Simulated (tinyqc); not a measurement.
Dopant redistribution at a moving silicon-oxide interface during parabolic oxidation: one step, computed by the program tinyqc. Command: `OMP_NUM_THREADS=1 python tinyqc.py 3017787 3017788 out.jsonl segox walk`. One thread of a shared host (Intel(R) Xeon(R) Processor @ 2.30GHz), about 0.01 s of CPU time with the checks.

Uniformly doped silicon is oxidised with x_ox = sqrt(B t); the interface advances into the silicon by alpha x_ox, alpha = 0.44. The dopant does not move in the oxide, and at the interface C(silicon) = m C(oxide).

Question. Rates. D = D0 exp(-E/(k_B T)), converted with 1 cm^2/s = 3.6e11 um^2/h; B = B0 exp(-E_B/(k_B T)); s = alpha sqrt(B/(4 D)), the interface advance over 2 sqrt(D t). Temperatures in kelvin are T(C) + 273.15.

Inputs (values chosen for the exercise, modelled on boron in silicon under dry oxygen): dopant prefactor D0 = 1.1 cm^2/s; dopant activation energy E = 3.5 eV; oxidation prefactor B0 = 798 um^2/h; oxidation activation energy E_B = 1.23 eV; temperature T = 1075 C; time t = 0.35 h.

Constants: k_B = 8.617333262e-05 eV/K.

Give: D; B; s; oxide thickness; diffusion length 2 sqrt(D t).

Answer.

D = 0.03263 um^2/h

B = 0.02013 um^2/h

s = 0.1728

oxide thickness = 0.08394 um

diffusion length 2 sqrt(D t) = 0.2137 um

Diffusion outruns the interface. Caution: in this case the oxide is not much thicker than a typical Deal-Grove length A, so real growth is slower than parabolic. Caution: parabolic growth needs an oxide much thicker than the Deal-Grove length A, which fails for thin films and low temperatures; oxidation-enhanced or retarded diffusion is ignored.
